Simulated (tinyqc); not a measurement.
Worked calculation: Hubbard chain of 5 sites. Computed by tinyqc, a small Python program that keeps every step. Settings: hopping = 1.48, U = 10.2, mixing = 1, iteration cap = 80. Command: `OMP_NUM_THREADS=1 python tinyqc.py 20665 20666 out.jsonl` (the two numbers bound the seeds that draw the settings). One thread of a shared host (Intel(R) Xeon(R) Processor @ 2.60GHz), about 0.3 s of CPU time with the checks.

one-body matrix (hopping and site energies) (eV), order 1, 2, 3, 4, 5:
$$\begin{pmatrix}
0.00000 & -1.48000 & 0.00000 & 0.00000 & 0.00000 \\
-1.48000 & 0.00000 & -1.48000 & 0.00000 & 0.00000 \\
0.00000 & -1.48000 & 0.00000 & -1.48000 & 0.00000 \\
0.00000 & 0.00000 & -1.48000 & 0.00000 & -1.48000 \\
0.00000 & 0.00000 & 0.00000 & -1.48000 & 0.00000
\end{pmatrix}$$

U = 10.20000 eV

electrons, up and down: [4, 2]

n(up) at the start (a guess, not normalised): 1 0.85000, 2 0.75000, 3 0.85000, 4 0.75000, 5 0.85000

n(down) at the start (a guess): 1 0.35000, 2 0.45000, 3 0.35000, 4 0.45000, 5 0.35000

Each step fills the lowest levels of T + U n(other spin) and sets n(new) = n + mixing (n(out) - n); stop when output and input agree to 1e-8.

Course of the cycle:
```
iteration     E (eV)  largest |n(out) - n(in)|  mean |n_up - n_down|
1          9.0744815                  1.80e-01               0.40000
2          8.5126555                  1.28e-01               0.46702
3          8.2512678                  1.90e-01               0.57030
4          8.0786549                  1.04e-01               0.60586
5          8.0053106                  8.64e-02               0.64500
6          7.9888563                  2.27e-02               0.65258
7          7.9862309                  1.37e-02               0.65944
8          7.9858843                  2.93e-03               0.66047
9          7.9858413                  1.68e-03               0.66135
10         7.9858361                  3.51e-04               0.66148
11         7.9858354                  2.00e-04               0.66158
12         7.9858354                  4.19e-05               0.66160
13         7.9858354                  2.39e-05               0.66161
14         7.9858354                  5.00e-06               0.66161
15         7.9858354                  2.85e-06               0.66161
16         7.9858354                  5.97e-07               0.66161
17         7.9858354                  3.40e-07               0.66161
18         7.9858354                  7.13e-08               0.66161
19         7.9858354                  4.06e-08               0.66161
20         7.9858354                  8.51e-09               0.66161
```

Can the last value be used, and what does the course show?

No, though the log alone does not show it. Converged in 20 iterations. But random starts reach 7.22623 eV, so this is another stationary point, not the lowest one. Reruns (cap 100 unless said): mixing 0.2: not converged; mixing 0.5: not converged; mixing 0.9: converged in 65 (E = 7.22623). Before convergence this energy mixes input and output and is not variational, so it may rise towards its limit.
